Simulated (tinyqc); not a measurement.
Hot carriers by balance equations with a heated Maxwellian: one step, computed by the program tinyqc.

The carriers follow a Maxwellian at an electron temperature T_e, slightly displaced; the drift energy is neglected against k_B T_e. The balance averages the rate, not the time, so mu_0 lies below the relaxation-time value.

Problem. First iteration. Parabolic band: E = hbar^2 k^2/(2 m), speed v = hbar k/m, states per spin, volume and energy g(E) = m k/(2 pi^2 hbar^2). Masses are multiplied by m_0 and all formulas are in SI units. Phonon occupation N_q = 1/(exp(hbar w/(k_B T)) - 1). Acoustic deformation potential (elastic, equipartition, absorption and emission together): 1/tau = 2 pi k_B T D_A^2 g(E)/(hbar rho v_l^2). Optical or intervalley deformation potential: 1/tau = (pi Z_f D_o^2/(rho w)) [N_q g(E + hbar w) + (N_q + 1) g(E - hbar w)], with g = 0 below the band edge. Averages over the Maxwellian, <y> = int y x^(1/2) exp(-x) dx / int x^(1/2) exp(-x) dx with x = E/(k_B T_e), split at x_0 = hbar w/(k_B T_e): 64 Gauss-Legendre points in sqrt(x) below it and 128 in sqrt(x - x_0) above it, up to x = 32. Momentum balance: mu(T_e) = e/(m nu), nu = <x (sum of rates)>/<x>. Power lost per carrier: P(T_e) = hbar w <emission rate - absorption rate> + <(2 m v_l^2/(k_B T)) (E - 2 k_B T) acoustic rate>. Fixed point: T_out = T + (T_e - T) e mu(T_e) F^2/P(T_e), T_new = T_e + mixing (T_out - T_e). Start at T_e = 1.5 T.

Inputs (values chosen for the exercise, for a model non-polar semiconductor):
```
quantity                                          value       unit
effective mass m                                  0.237        m_0
density rho                                        4810     kg/m^3
sound velocity v_l                                 4820        m/s
acoustic deformation potential D_A                   13         eV
phonon energy hbar w                               71.4        meV
optical or intervalley deformation potential D_o    8.4  1e8 eV/cm
final valleys Z_f                                     3          -
lattice temperature T                               300          K
electric field F                                      9      kV/cm
mixing                                              0.2          -
```

Band: parabolic. Solver: damped fixed point.

Constants: k_B = 8.617333262e-05 eV/K; k_B = 1.380649e-23 J/K; e = 1.602176634e-19 C; hbar = 1.054571817e-34 J s; m_0 = 9.1093837015e-31 kg; hbar = 6.582119569e-16 eV s.

Give: mu at the start; P at the start; new T_e.

Solution.

mu at the start = 891.81 cm^2/(V s)

P at the start = 2.1037e+10 eV/s

new T_e = 523.01 K
